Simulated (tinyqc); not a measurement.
From results back to parameters: Boltzmann transport in a parabolic band with a power-law relaxation time. Three cases, with inputs chosen for the exercise.

Problem. The Seebeck coefficient and the Hall density nH = n/rH are given; md is hidden (a Pisarenko analysis).

F_j(eta) = (1/Gamma(j + 1)) integral_0^infinity x^j dx/(1 + exp(x - eta)), which tends to exp(eta) for eta << 0.

n = N F_1/2(eta) with N = 2 (m kB T/(4 pi c))^(3/2) with c = hbar^2/2m0, in 1/angstrom^3; times 1e24 for 1/cm^3, m = md.

tau = tau0 x^r with x = E/kT. With K_j = Gamma(j + 1) F_j(eta): <tau> = tau0 (r + 3/2) K_(r+1/2)/((3/2) K_(1/2)); mu = <tau>/(mc m0/e), m0/e = 5.685630e-12 kg/C; Hall factor rH = (3/2) K_(1/2) (2r + 3/2) K_(2r+1/2)/((r + 3/2) K_(r+1/2))^2; Seebeck S = -(kB/e) [(r + 5/2) K_(r+3/2)/((r + 3/2) K_(r+1/2)) - eta]; Lorenz number L = (kB/e)^2 [(r + 7/2) K_(r+5/2)/((r + 3/2) K_(r+1/2)) - ((r + 5/2) K_(r+3/2)/((r + 3/2) K_(r+1/2)))^2]; kB/e in V/K. Valley anisotropy is left out of rH.

Constants: hbar^2/2m0 = 3.80998211 eV angstrom^2; kB = 8.617333262e-05 eV/K.

Find: eta; rH; n; md.

Method. S depends on eta alone and |S| falls steadily with it; eta gives rH and so n, and N = n/F_1/2(eta) gives md from N proportional to md^(3/2).

Case 1.

Values chosen (out of a larger set: masses near those of GaN; tau0 is set for a mobility of the usual size at this n, kL is a free input; freeze-out and phonon drag, which matter near 77 K, are left out; not measured data): r = 1.5 (exponent of tau); T = 77 K.

S = -201.510 microvolt/K
nH = 9.6195e+17 1/cm^3

Solution.

eta = 2.96
rH = 1.351
n = 1.3e+18 1/cm^3
md = 0.201 m0

Case 2.

Values chosen (out of a larger set: masses near those of Si; tau0 is set for a mobility of the usual size at this n, kL is a free input; freeze-out and phonon drag, which matter near 77 K, are left out; not measured data): r = 1.5 (exponent of tau); T = 200 K.

S = -302.113 microvolt/K
nH = 1.3522e+19 1/cm^3

Solution.

eta = 0.90
rH = 1.627
n = 2.2e+19 1/cm^3
md = 1.062 m0

Case 3.

Values chosen (out of a larger set: masses near those of Ge; tau0 is set for a mobility of the usual size at this n, kL is a free input; freeze-out and phonon drag, which matter near 77 K, are left out; not measured data): r = -0.5 (exponent of tau); T = 300 K.

S = -211.837 microvolt/K
nH = 6.6783e+18 1/cm^3

Solution.

eta = -0.12
rH = 1.138
n = 7.6e+18 1/cm^3
md = 0.574 m0

Computed by tinyqc, one run a case: `OMP_NUM_THREADS=1 python tinyqc.py N N+1 out.jsonl` with N = 1650033, 1650039, 1650044; one thread of a shared Intel(R) Xeon(R) Processor @ 2.30GHz, about 0.01 s a run at most.
